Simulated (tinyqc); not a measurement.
## Gap and radiative efficiency from Jsc and Voc

Inverse problem. Photon flux above E from a black body at temperature T into a hemisphere: Phi(E, T) = A sum_k exp(-k E/th)[E^2 th/k + 2 E th^2/k^2 + 2 th^3/k^3], k = 1, 2, ..., with th = kB T/q in eV and A = 2 pi q^3/(h^3 c^2). A cell with a sharp absorption edge has Jsc = q fs X Phi(Eg, Ts) and Voc = Vt ln(1 + Jsc/J0), J0 = q ge Phi(Eg, T)/ERE. Find Eg and ERE.

Inputs (values chosen for the exercise): cell temperature T = 298 K; temperature of the black-body sun Ts = 6000 K; share of the hemisphere filled by the sun fs = 2.16e-5; concentration X = 500; number of faces that emit ge = 2.

Constants: q = 1.602176634e-19 C, kB = 1.380649e-23 J/K, h = 6.62607015e-34 J s, c = 299792458 m/s, Vt = kB T/q. Results are converted to the units shown.

Jsc = 40375.9632 mA/cm^2
Voc = 0.614442414 V

Solution. Phi falls steadily with E, so Jsc fixes Eg; Voc gives J0, and its ratio to the radiative dark current is 1/ERE.

Eg = 0.8000 eV
ERE = 0.01000

Computed by the program tinyqc: `OMP_NUM_THREADS=1 python tinyqc.py 2820116 2820117 out.jsonl`, one thread of a shared Intel Xeon 2.30GHz, about 0.01 s for the whole run.
